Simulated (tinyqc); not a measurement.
Phonon transmission through an interface between two chains by Green functions: one step, computed by the program tinyqc.

Two semi-infinite chains (masses m_1, m_2; springs k_1, k_2), motion along the chain. The central region holds the end atom of each chain, joined by springs k_b. lambda = omega^2 in eV/(angstrom^2 u); nu = 15.6333042 THz x sqrt(lambda).

Task: Transmission at the probe frequency. A = lambda M - K - Sigma over the central atoms, with K_ii the sum of the springs at i, K_(i,i+1) = -k_b; G = inverse of A; transmission = Gamma_1 Gamma_2 |G_(first,last)|^2.

Atoms in the interlayer: none.

A (complex symmetric) (eV/angstrom^2), rows end of 1, end of 2:
```
[[-7.822039+2.111318i, 8.150000],
 [8.150000, -6.251064+5.823832i]]
```

Gamma_1 = 4.222635 eV/angstrom^2

Gamma_2 = 11.64766 eV/angstrom^2

Give: G_(first,last); transmission.

Result:

G_(first,last) = 0.05599-0.11030i angstrom^2/eV

transmission = 0.75254
